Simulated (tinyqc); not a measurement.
# One-sided p+-n junction, ionisation integral and breakdown: two studies

A p+ layer at x < 0 and an n drift layer from x = 0. Depletion approximation, built-in voltage neglected. Local ionisation coefficients alpha_n = an exp(-(bn/E)^mx), alpha_p = ap exp(-(bp/E)^mx). Electrons move towards +x, holes towards x = 0.

Values chosen for this exercise; material values close to those of silicon:
- eps_r = 11.6 (relative permittivity)
- an = 6.62e5 1/cm (prefactor of the electron ionisation coefficient)
- bn = 1.3e6 V/cm (field constant for electrons)
- ap = 1.56e6 1/cm (prefactor of the hole ionisation coefficient)
- bp = 2.08e6 V/cm (field constant for holes)
- mx = 1 (exponent)
- mu = 1310 cm^2/(V s) (electron mobility of the drift layer)
- N = 7.7e16 cm^-3 (donor density of the drift layer)

Constants: q = 1.602176634e-19 C, eps0 = 8.8541878128e-14 F/cm where lengths are in cm. Results are converted to the units shown.

Each table varies one quantity; the others keep the values above.

## Multiplication against voltage

W = sqrt(2 eps0 eps_r V/(q N)), peak field E0 = q N W/(eps0 eps_r), falling linearly to 0 at W. G(x) = integral from 0 to x of (alpha_n - alpha_p); I_n = integral of alpha_n exp(-G) (electrons injected at x = 0), I_p = integral of alpha_p exp(G(end) - G) (holes injected at the far edge); M = 1/(1 - I). Integrals on a fine grid; BV is where I_n = 1. Here BV = 17.0914 V; the Miller exponent is n = ln(1 - 1/M)/ln(V/BV).

Results:
```
V (V)  E0 (kV/cm)    I_n     I_p   M_n   M_p  Miller n, electrons  Miller n, holes
6.84          405  0.173  0.0492  1.21  1.05                 1.92             3.29
10.3          497  0.412   0.203  1.70  1.25                 1.75             3.15
12            537  0.547   0.333  2.21  1.50                 1.70             3.11
13.7          574  0.692   0.507  3.24  2.03                 1.67             3.07
14.7          594  0.780   0.631  4.54  2.71                 1.65             3.05
15.7          614  0.870   0.773  7.71  4.40                 1.64             3.04
16.4          628  0.935   0.883  15.4  8.52                 1.63             3.02
16.8          635  0.972   0.949  36.3  19.8                 1.62             3.02
```

Estimate the missing row, V = 8.55 V.

Computed row:
```
V (V)  E0 (kV/cm)    I_n    I_p   M_n   M_p  Miller n, electrons  Miller n, holes
8.55          453  0.283  0.108  1.39  1.12                 1.82             3.21
```

With this row back in the table: M_n rises from 1.209 to 36.3 and M_p from 1.052 to 19.8; both diverge at BV. The Miller exponent for electrons falls from 1.92 to 1.62 and that for holes falls from 3.29 to 3.02. The larger multiplication belongs to electrons, whose coefficient at the peak field of the last row is 1.45 times the other.

## Effect of the drift doping

Same model as above.

Specific on-resistance Ron = W/(q mu N) with constant mobility and full ionisation.

Result of one run:
```
N (cm^-3)  BV (V)  E0 at BV (kV/cm)  W at BV (um)  Ron (mohm cm^2)  BV^2/Ron (MW/cm^2)  eps0 eps_r mu E0^3/4 (MW/cm^2)
4.5e16       22.9               567         0.807          0.00855                61.2                            61.2
```

What becomes of these results when the donor density of the drift layer N is changed from 4.5e16 to 1.2e16 cm^-3, all else the same?

Result of the changed run:
```
N (cm^-3)  BV (V)  E0 at BV (kV/cm)  W at BV (um)  Ron (mohm cm^2)  BV^2/Ron (MW/cm^2)  eps0 eps_r mu E0^3/4 (MW/cm^2)
1.2e16       50.4               434          2.32           0.0921                27.5                            27.5
```

The whole series:
```
N (cm^-3)  BV (V)  E0 at BV (kV/cm)  W at BV (um)  Ron (mohm cm^2)  BV^2/Ron (MW/cm^2)  eps0 eps_r mu E0^3/4 (MW/cm^2)
6.4e15       75.5               388          3.89            0.290                19.7                            19.7
1.2e16       50.4               434          2.32           0.0921                27.5                            27.5
2.4e16       32.9               496          1.33           0.0263                41.1                            41.1
4.5e16       22.9               567         0.807          0.00855                61.2                            61.2
8.7e16       16.0               660         0.486          0.00266                96.6                            96.6
1.7e17       11.6               783         0.295          8.27e-4                 161                             161
3.2e17       8.78               936         0.188          2.79e-4                 276                             276
6.2e17       6.88            1.15e3         0.119          9.17e-5                 516                             516
```

BV falls from 75.5 to 6.88 V while the critical field rises from 388 to 1150 kV/cm. BV goes as N^(-0.64) between the first two rows and N^(-0.37) between the last two (a coefficient proportional to E^7 gives -0.75 without punch-through). Ron goes as BV^(3.36) over the table; the last two columns agree since BV = E0 W/2 and N = eps0 eps_r E0/(q W). For N = 4.5e16, 8.7e16, 1.7e17, 3.2e17, 6.2e17 the layer is under 0.5 um wide or BV under 28 V, so dead space, tunnelling and the built-in voltage, all left out, matter.

tinyqc, about 0.03 s, one thread, Intel Xeon 2.30GHz (shared host): `OMP_NUM_THREADS=1 python tinyqc.py 2120071 2120072 out.jsonl`
